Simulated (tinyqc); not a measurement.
## Thickness from two neighbouring fringes

Question. At normal incidence a transparent film with an index between those of air and substrate, taken as constant, has reflectance minima at 2 n1 d = (m + 1/2) lam (small phase shifts at the substrate neglected). Find d and the order m of the shorter wavelength.

Parameters, values chosen for the exercise: index of the transparent film n1 = 2.038.

wavelengths of two neighbouring reflectance minima (nm): 526  676.28571

Answer. Neighbouring orders differ by one: 2 n1 d (1/lam1 - 1/lam2) = 1.

d = 580.7 nm
m = 4

tinyqc, about 0.01 s, one thread, Intel Xeon 2.30GHz (shared host): `OMP_NUM_THREADS=1 python tinyqc.py 2870161 2870162 out.jsonl`
